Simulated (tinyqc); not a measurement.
Worked calculation: deep level with several charge states, and Shockley-Read-Hall recombination. Values are carried at full precision from step to step, so a last printed digit may differ when a step is redone from the rounded ones.

Energies from Ev. The defect has charge states +1, 0, -1 with weights 1, gm exp((EF - E1)/kT), exp((2 EF - E1 - E2)/kT); the shares are the weights over their sum. Boltzmann carriers: n = Nc exp((EF - Eg)/kT), p = Nv exp(-EF/kT). Neutrality: p - n + Nd + Nt <q> = 0.

Constants: kB = 8.617333262e-05 eV/K.

Values chosen for the exercise (gap and densities of states near those of Si at this temperature; the results hold for these values, not for the real material):
```
symbol  value     unit    meaning
Eg      1.124     eV      gap
Nc      2.75e+19  1/cm^3  conduction-band density of states
Nv      1.14e+19  1/cm^3  valence-band density of states
T       300       K
E1      0.507     eV      level (+1/0) above Ev
E2      0.645     eV      level (0/-1) above Ev
gm      2                 degeneracy of the middle state, the others 1
Nt      1.1e+13   1/cm^3  defects
Nd      5.4e+13   1/cm^3  ionised shallow donors minus acceptors
E_try   0.656     eV      trial Fermi level
Et      0.645     eV      recombination level above Ev
sn      3.3e-16   cm^2    electron capture cross-section
sp_     9.3e-16   cm^2    hole capture cross-section
vth     22000000  cm/s    thermal velocity, both carriers
Nm      9e+15     1/cm^3  equilibrium electrons for the lifetime steps
dn      2.9e+15   1/cm^3  excess pairs
```

## Charge states at a trial Fermi level

Form the exponents, the shares, the mean charge and the residual of neutrality at EF = E_try.

exponents of the second and third weights: [5.764, 6.189]

shares: +1 0.0009, 0 0.5660, -1 0.4331

<q> = -0.4322

n, p (1/cm^3): [3.78e+11, 1.09e+08]

residual = 4.89e+13 1/cm^3

The residual is positive, so EF must rise.

## The neutral state

Solve for EF.

EF = 0.7785 eV

shares at EF: +1 0.000, 0 0.011, -1 0.989

n = 4.31e+13 1/cm^3
p = 9.53e+05 1/cm^3

Without the defects the majority density would be 5.40e+13 1/cm^3; with them the density of these carriers is 4.31e+13, so they compensate part of the doping. Most defects are in the state -1.

## Recombination through one level

One level at Et with degeneracy 1: tn = 1/(sn vth Nt), tp = 1/(sp_ vth Nt), n1 = Nc exp((Et - Eg)/kT), p1 = Nv exp(-Et/kT), ni^2 = n1 p1. Equilibrium n0 = Nm, p0 = ni^2/Nm; n = n0 + dn, p = p0 + dn. U = (n p - ni^2)/(tp (n + n1) + tn (p + p1)), lifetime dn/U; emission rates en = sn vth n1, ep = sp_ vth p1.

Evaluate each quantity.

tn, tp (microsecond): [12.52, 4.443]

n1, p1 (1/cm^3): [2.47e+11, 1.66e+08]

U = 3.87e+20 1/(cm^3 s)
lifetime = 7.49 microsecond

The lifetime is 1.687 times the minority capture time tp and 0.442 times tn + tp, the limit of high injection.

## Emission and generation in a depleted region

With n = p = 0 the level generates pairs at G = Nt en ep/(en + ep); generation lifetime tg = ni/G; current density e G W for a width W = 1 micrometre, e = 1.602176634e-19 C.

en, ep (1/s): [1.79e+03, 3.41]

G = 3.74e+13 1/(cm^3 s)
tg = 171 microsecond
current density = 5.99e-10 A/cm^2

The slower step, hole emission, limits the rate: en/ep = 526.

## Checks

- U against hole capture minus emission at the steady occupation of the level (1/(cm^3 s)): both 3.869e+20.

(tinyqc, `OMP_NUM_THREADS=1 python tinyqc.py 1680075 1680076 out.jsonl`, Intel(R) Xeon(R) Processor @ 2.30GHz, 1 thread, shared host, about 0.01 s.)
